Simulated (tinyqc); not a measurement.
Inside a calculation. Method: MP2 on RHF in the sto-6g basis, for H6, spin multiplicity 1. One step of it, computed by the program tinyqc.

Question. Second-order Moller-Plesset energy. E2 = sum_ijab (ia|jb) [2 (ia|jb) - (ib|ja)] / (e_i + e_j - e_a - e_b) over occupied i, j and virtual a, b; the opposite-spin part is (ia|jb)^2 / denominator, the rest is same-spin, and SCS-MP2 scales them by 6/5 and 1/3.

orbital energies (hartree): MO1 -0.737385, MO2 -0.611938, MO3 -0.438254, MO4 0.427335, MO5 0.823344, MO6 1.344831

Two-electron integrals over orbitals (pq|rs), unique and non-zero (hartree):
```
p,q,r,s,(pq|rs)
1,1,1,1,0.446223
2,1,2,1,0.130936
2,2,1,1,0.356117
2,2,2,2,0.409710
3,1,1,1,0.085563
3,1,2,2,-0.047146
3,1,3,1,0.123719
3,2,2,1,-0.123183
3,2,3,2,0.145024
3,3,1,1,0.409986
3,3,2,2,0.372574
3,3,3,1,0.041326
3,3,3,3,0.412246
4,1,2,1,-0.041611
4,1,3,2,-0.004386
4,1,4,1,0.080263
4,2,1,1,-0.066428
4,2,2,2,-0.002096
4,2,3,1,-0.054209
4,2,3,3,-0.015807
4,2,4,2,0.075578
4,3,2,1,-0.068868
4,3,3,2,0.070085
4,3,4,1,0.013711
4,3,4,3,0.080851
4,4,1,1,0.410159
4,4,2,2,0.373848
4,4,3,1,0.037007
4,4,3,3,0.400030
4,4,4,2,-0.027474
4,4,4,4,0.416696
5,1,1,1,0.007931
5,1,2,2,0.030880
5,1,3,1,-0.026679
5,1,3,3,-0.010960
5,1,4,2,-0.035435
5,1,4,4,0.001866
5,1,5,1,0.048895
5,2,2,1,0.028347
5,2,3,2,0.002222
5,2,4,1,-0.055305
5,2,4,3,0.035249
5,2,5,2,0.085106
5,3,1,1,-0.075164
5,3,2,2,-0.007643
5,3,3,1,-0.059813
5,3,3,3,-0.032369
5,3,4,2,0.070526
5,3,4,4,-0.027201
5,3,5,1,-0.027585
5,3,5,3,0.076965
5,4,2,1,-0.125651
5,4,3,2,0.138127
5,4,4,1,0.008002
5,4,4,3,0.071611
5,4,5,2,-0.002727
5,4,5,4,0.150363
5,5,1,1,0.376104
5,5,2,2,0.415109
5,5,3,1,-0.033064
5,5,3,3,0.388166
5,5,4,2,-0.009984
5,5,4,4,0.398468
5,5,5,1,0.030756
5,5,5,3,-0.013971
5,5,5,5,0.444247
6,1,2,1,0.002018
6,1,3,2,0.016777
6,1,4,1,-0.029388
6,1,4,3,-0.045117
6,1,5,2,-0.028312
6,1,5,4,0.013208
6,1,6,1,0.065029
6,2,1,1,-0.013563
6,2,2,2,-0.036036
6,2,3,1,0.024127
6,2,3,3,-0.001677
6,2,4,2,0.030688
6,2,4,4,-0.000268
6,2,5,1,-0.043378
6,2,5,3,0.032412
6,2,5,5,-0.035464
6,2,6,2,0.046046
6,3,2,1,0.045287
6,3,3,2,-0.005607
6,3,4,1,-0.075531
6,3,4,3,-0.017340
6,3,5,2,0.054596
6,3,5,4,-0.006501
6,3,6,1,0.029304
6,3,6,3,0.082270
6,4,1,1,-0.087837
6,4,2,2,0.038336
6,4,3,1,-0.117526
6,4,3,3,-0.043651
6,4,4,2,0.055949
6,4,4,4,-0.042702
6,4,5,1,0.023251
6,4,5,3,0.060025
6,4,5,5,0.036525
6,4,6,2,-0.023457
6,4,6,4,0.127981
6,5,2,1,-0.132927
6,5,3,2,0.127342
6,5,4,1,0.042550
6,5,4,3,0.072693
6,5,5,2,-0.029857
6,5,5,4,0.135299
6,5,6,1,-0.003018
6,5,6,3,-0.050889
6,5,6,5,0.151387
6,6,1,1,0.481781
6,6,2,2,0.383544
6,6,3,1,0.095638
6,6,3,3,0.446610
6,6,4,2,-0.075300
6,6,4,4,0.453510
6,6,5,1,0.008789
6,6,5,3,-0.087664
6,6,5,5,0.417593
6,6,6,2,-0.016374
6,6,6,4,-0.106061
6,6,6,6,0.555103
```

Hartree-Fock energy = -3.28849380 hartree

Give: Terms; Pair energies; MP2 correlation energy; SCS-MP2 correlation energy; MP2 total energy.

Answer.

Terms (the 40 largest of 41):
```
i,j,a,b,(ia|jb),(ib|ja),denominator,term
3,3,4,4,0.081,0.081,-1.731,-3.78e-03
3,2,5,4,0.071,0.035,-2.301,-3.24e-03
2,3,4,5,0.071,0.035,-2.301,-3.24e-03
1,1,4,4,0.080,0.080,-2.329,-2.77e-03
2,2,4,4,0.076,0.076,-2.079,-2.75e-03
3,1,6,4,-0.076,-0.045,-2.948,-2.71e-03
1,3,4,6,-0.076,-0.045,-2.948,-2.71e-03
2,2,5,5,0.085,0.085,-2.871,-2.52e-03
3,3,5,5,0.077,0.077,-2.523,-2.35e-03
3,3,6,6,0.082,0.082,-3.566,-1.90e-03
2,1,5,4,-0.055,-0.035,-2.600,-1.60e-03
1,2,4,5,-0.055,-0.035,-2.600,-1.60e-03
3,2,6,5,0.055,0.032,-3.218,-1.30e-03
2,3,5,6,0.055,0.032,-3.218,-1.30e-03
1,1,6,6,0.065,0.065,-4.164,-1.02e-03
1,1,5,5,0.049,0.049,-3.121,-7.66e-04
2,1,6,5,-0.043,-0.028,-3.517,-7.21e-04
1,2,5,6,-0.043,-0.028,-3.517,-7.21e-04
2,2,6,6,0.046,0.046,-3.914,-5.42e-04
2,2,6,4,0.031,0.031,-2.996,-3.14e-04
2,2,4,6,0.031,0.031,-2.996,-3.14e-04
3,1,5,5,-0.028,-0.028,-2.822,-2.70e-04
1,3,5,5,-0.028,-0.028,-2.822,-2.70e-04
1,1,6,4,-0.029,-0.029,-3.247,-2.66e-04
1,1,4,6,-0.029,-0.029,-3.247,-2.66e-04
1,3,6,4,-0.045,-0.076,-2.948,-2.25e-04
3,1,4,6,-0.045,-0.076,-2.948,-2.25e-04
3,1,6,6,0.029,0.029,-3.865,-2.22e-04
1,3,6,6,0.029,0.029,-3.865,-2.22e-04
1,2,5,4,-0.035,-0.055,-2.600,-2.12e-04
2,1,4,5,-0.035,-0.055,-2.600,-2.12e-04
3,3,4,6,-0.017,-0.017,-2.649,-1.14e-04
3,3,6,4,-0.017,-0.017,-2.649,-1.14e-04
1,2,6,5,-0.028,-0.043,-3.517,-1.07e-04
2,1,5,6,-0.028,-0.043,-3.517,-1.07e-04
3,2,5,6,0.032,0.055,-3.218,-1.03e-04
2,3,6,5,0.032,0.055,-3.218,-1.03e-04
3,1,4,4,0.014,0.014,-2.030,-9.26e-05
1,3,4,4,0.014,0.014,-2.030,-9.26e-05
3,2,4,5,0.035,0.071,-2.301,4.11e-07
```

Pair energies (hartree; pair i-j sums ij and ji):
```
pair,opposite spin,same spin
1-1,-0.005,0
2-1,-4.84e-03,-4.33e-04
2-2,-0.006,0
3-1,-0.006,-6.28e-04
3-2,-0.008,-1.39e-03
3-3,-0.008,0
```

MP2 correlation energy = -0.04139 hartree

SCS-MP2 correlation energy = -0.04755 hartree

MP2 total energy = -3.32988 hartree
